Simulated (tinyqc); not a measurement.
Circuit elements from the admittance matrix.

Problem. Y belongs to a common-source circuit with y11 = i w (Cgs + Cgd), y12 = -i w Cgd, y21 = gm - i w Cgd, y22 = gds + i w (Cgd + Cd) and a resistance Rg in series with the gate; w = 2 pi f. Find Rg, Cgs + Cgd, Cgd, gm, gds and Cd.

Values chosen for this exercise: signal frequency f = 2 GHz.

Y with Rg (mS):
```
	1	2
1	0.004729252+0.906641034i	-0.001835326-0.351848804i
2	4.049430436-0.372981153i	0.174964198+0.822498132i
```

Answer. 1/Y11 = Rg + 1/(i w (Cgs + Cgd)) gives Rg; removing it from Z11 returns the inner y, whose parts are read off.

Rg = 5.753 ohm
Cgs + Cgd = 72.15 fF
Cgd = 28.00 fF
gm = 4.051 mS
gds = 0.1742 mS
Cd = 36.80 fF

Numbers from tinyqc (`OMP_NUM_THREADS=1 python tinyqc.py 2150061 2150062 out.jsonl`; about 0.01 s on one thread of a shared Intel Xeon 2.30GHz).
